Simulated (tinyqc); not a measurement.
# MESFET, gradual channel with velocity saturation: effects of single changes

A uniformly doped n-type channel, depleted from the top by a Schottky gate; at channel potential V the depleted share of a is u = sqrt((Vbi - Vg + V)/Vp), s at the source. Electrons drift with v = mu E/(1 + mu E/vsat). Abrupt depletion edge, no series resistance, source at 0.

Values chosen for this exercise; material values close to those of gallium nitride:
```
symbol,value,unit,meaning
T,350,K,temperature
eps_r,9.63,,relative permittivity of the semiconductor
Nc,2.89e18,cm^-3,conduction-band density of states at T
Nd,6.7e16,cm^-3,donor density of the channel
a,170,nm,channel thickness
mu,540,cm^2/(V s),low-field mobility at this doping
vsat,3.1e7,cm/s,saturation velocity
L,0.3,um,gate length
W,50,um,gate width
phiB,0.84,V,Schottky barrier
Vg,-0.6,V,gate voltage
```

Constants: q = 1.602176634e-19 C, kB = 1.380649e-23 J/K, Vt = kB T/q, eps0 = 8.8541878128e-14 F/cm where lengths are in cm. Results are converted to the units shown.

Each table varies one quantity; the others keep the values above.

## Effect of the channel thickness on saturation

Vbi = phiB - Vt ln(Nc/Nd); Vp = q Nd a^2/(2 eps0 eps_r); G0 = q mu Nd a W/L; Z = mu Vp/(vsat L); s = sqrt((Vbi - Vg)/Vp). I = (G0 Vp/3) F/(1 + Z (u^2 - s^2)), F = 3 (u^2 - s^2) - 2 (u^3 - s^3), with u at V = Vd; Z = 0 gives constant mobility, for which u stops at 1. The current peaks at u = um, the root of (1 - u)(1 + Z (u^2 - s^2)) = Z F/3; beyond Vdsat = Vp (um^2 - s^2) it is held at that value. gm = G0 (um - s)/(1 + Z (um^2 - s^2)).

Effect of the channel thickness on saturation:
```
a (nm)	Z	um	Vdsat (V)	Isat (mA)	Isat for Z = 0 (mA)	gm (mS)
160	0.93569	0.99349	0.26408	0.17331	0.20094	1.1555
190	1.3195	0.95859	0.76166	1.3090	1.9574	2.4764
230	1.9335	0.89959	1.3683	3.8425	7.5915	3.3240
280	2.8655	0.82859	2.0618	7.9855	21.020	3.8185
340	4.2252	0.75543	2.8262	13.835	48.506	4.0855
```

What does the comparison show?

As a goes from 160 to 340 nm, Vdsat rises from 0.264 to 2.83 V, Isat rises from 0.173 to 13.8 mA and gm rises from 1.16 to 4.09 mS. Isat is 0.863 of the constant-mobility value in the first row and 0.285 in the last. In every row the gate is shorter than 2 a, outside the gradual-channel approximation. At a = 160 nm the open channel at the source, (1 - s) a, is under two Debye lengths, so the abrupt edge is rough.

## Effect of the donor density of the channel on saturation

Same model as above.

Effect of the donor density of the channel on saturation:
```
Nd (cm^-3)	Z	um	Vdsat (V)	Isat (mA)	Isat for Z = 0 (mA)	gm (mS)
6.1e16	0.9617	0.9915	0.3047	0.2184	0.2588	1.240
8.2e16	1.293	0.9617	0.7268	1.324	1.947	2.659
1.1e17	1.734	0.9191	1.181	3.758	6.835	3.981
1.5e17	2.365	0.8661	1.704	8.481	19.32	5.363
2e17	3.153	0.8133	2.232	15.77	44.33	6.682
```

Read the table: what changes, and by how much?

As Nd goes from 6.1e16 to 2e17 cm^-3, Vdsat rises from 0.305 to 2.23 V, Isat rises from 0.218 to 15.8 mA and gm rises from 1.24 to 6.68 mS. Isat is 0.844 of the constant-mobility value in the first row and 0.356 in the last. In every row the gate is shorter than 2 a, outside the gradual-channel approximation. At Nd = 6.1e16 cm^-3 the open channel at the source, (1 - s) a, is under two Debye lengths, so the abrupt edge is rough.

Program tinyqc, `OMP_NUM_THREADS=1 python tinyqc.py 2500007 2500008 out.jsonl`; Intel Xeon 2.30GHz, shared host, one thread, about 0.04 s.
